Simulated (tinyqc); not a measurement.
Inside a calculation: Franz-Keldysh effect at a direct gap. Values are carried at full precision from step to step, so a last printed digit may differ when a step is redone from the rounded ones.

Parabolic bands, vertical transitions, no excitons. For each hole band j: mr = me mj/(me + mj); joint density of states J_j(E) = (mr/c)^(3/2) sqrt(E - Eg)/(2 pi^2), both spins, c = hbar^2/2m0; averaged matrix element |e.p|^2 = m0 Ep/6; alpha_j(E) = 4 pi^2 alpha_f c Ep J_j/(3 nr E) in 1/angstrom (alpha_f the fine-structure constant, listed as alpha among the constants), times 1e8 for 1/cm.

In a field Fd (1 kV/cm = 1e-5 V/angstrom) the electro-optic energy of band j is th = (c (e Fd)^2/mr)^(1/3), and sqrt(E - Eg) in J_j is replaced by pi sqrt(th) [Ai'(b)^2 - b Ai(b)^2] with b = (Eg - E)/th; Ai is the Airy function.

Constants: hbar^2/2m0 = 3.80998211 eV angstrom^2; fine-structure constant alpha = 0.007297352564.

Values chosen for the exercise (near those of InP; not measured data): Eg = 1.375 eV (direct gap); me = 0.0821 m0 (electron mass); mhh = 0.589 m0 (heavy-hole mass); mlh = 0.0917 m0 (light-hole mass); Ep = 20.7 eV (Kane energy); nr = 3.35 (refractive index); Fd = 24 kV/cm (uniform field); E = 1.416 eV (photon energy); L = 47 micrometre (length of a waveguide).

## Electro-optic energy and length

For each hole band give mr, th and the length th/(e Fd).

Scales:

| hole | mr (m0) | th (meV) | length (angstrom) |
|---|---|---|---|
| heavy | 0.07206 | 14.495 | 60.4 |
| light | 0.04332 | 17.175 | 71.6 |

The light-hole pair has th larger by a factor 1.185, the cube root of the ratio of reduced masses.

## Airy factors at E

Ai is the Airy function, th the electro-optic energy of each hole band from the table (its other columns are not needed here), b = (Eg - E)/th with th in eV; the factor takes the place of sqrt(E - Eg) in the joint density of states.

Form b, Ai(b), Ai'(b) and the factor pi sqrt(th) [Ai'^2 - b Ai^2] for each band, beside sqrt(E - Eg) (zero below the gap).

Factors:

| hole | b | Ai(b) | Ai'(b) | factor (eV^(1/2)) | without field |
|---|---|---|---|---|---|
| heavy | -2.8285 | -0.3094 | 0.4879 | 0.1924 | 0.2025 |
| light | -2.3872 | -0.03439 | 0.6992 | 0.2024 | 0.2025 |

## Absorption with and without the field

Put the factors in place of sqrt(E - Eg) in alpha_j and add the bands; a waveguide of length L changes its transmission by 4.343 (alpha(F) - alpha(0)) L dB.

alpha_j in the field (1/cm): heavy 4.05e+03, light 1.99e+03

alpha(F) = 6.03e+03 1/cm
alpha(0) = 6245 1/cm
change of loss = -4.32 dB

Without the field the loss over L is 127 dB, so this energy is of no use for a modulator. Above the gap the field lowers the absorption at this energy; the sign alternates with energy (Franz-Keldysh oscillations). Excitons, which add a sharp peak at low field, are left out.

## Checks

- Airy factor at b = -40 against the zero-field limit sqrt(-b): 6.33 against 6.32.

Run: tinyqc, `OMP_NUM_THREADS=1 python tinyqc.py 1651464 1651465 out.jsonl`; Intel(R) Xeon(R) Processor @ 2.30GHz, one thread, shared host; about 0.01 s of CPU time with all checks.
